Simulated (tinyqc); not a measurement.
Six-transistor SRAM cell, nodal equations and margins: two steps of the calculation.

Two cross-coupled inverters (pull-down bn, pull-up bp) hold the nodes Q and QB; access transistors (ba, threshold VTn, gate on the word line at Vdd when selected) join them to the bit lines. Transistor (EKV form, voltages against the body): I = 2 n b Vt^2 [F(vp - Vs) - F(vp - Vd)] from drain to source, F(v) = ln^2(1 + exp(v/(2 Vt))), vp = (Vg - VT + sg |Vd - Vs|)/n. n-channel bodies are at 0; for the p-channel device all voltages are counted down from Vdd. b in uA/V^2 gives I in uA. For an access transistor the bit line is the drain and the node the source. In a read both bit lines are at Vdd. The cell is symmetric (no mismatch).

Inputs (values chosen for the exercise): temperature T = 350 K; supply voltage Vdd = 0.5 V; slope factor n = 1.31; drain-induced barrier lowering sg = 0.074; n-channel threshold VTn = 0.28 V; p-channel threshold (magnitude) VTp = 0.43 V; gain factor of the pull-down transistor bn = 230 uA/V^2; gain factor of the access transistor ba = 230 uA/V^2; gain factor of the pull-up transistor bp = 120 uA/V^2.

Constants: q = 1.602176634e-19 C, kB = 1.380649e-23 J/K, Vt = kB T/q. Results are converted to the units shown.

Question 1. Node voltages in a read by Newton steps. F1 = In(gate QB, drain Q) - Ip(gate QB, drain Q) - Ia(bit line, Q), F2 the same with Q and QB exchanged; J by central differences with +/- 1e-6 V; solve J d = -F, limit each component to +/- 0.15 V and add.

(Q, QB) at the start (V): Q 0.00000000, QB 0.50000000

Wanted: F1, F2; J; (Q, QB) after iteration 1.

Answer 1.

F1, F2 (uA): [-5.934, 0.001]

J (uS):
```
        Q   QB
F1  109.5  0.0
F2    0.0  8.3
```

(Q, QB) after iteration 1 (V): Q 0.0542, QB 0.4997

Question 2. Read current and disturbance. Iread = Ia(bit line at Vdd, source Q); cell ratio bn/ba; time to pull a bit line of 20 fF down by 0.1 V at that current.

(Q, QB) (V): Q 0.067403806, QB 0.49828243

Wanted: Iread; cell ratio; time.

Answer 2.

Iread = 2.6300 uA
cell ratio = 1.0000
time = 760.45 ps

tinyqc, about 0.1 s, one thread, Intel Xeon 2.30GHz (shared host): `OMP_NUM_THREADS=1 python tinyqc.py 2340073 2340074 out.jsonl`
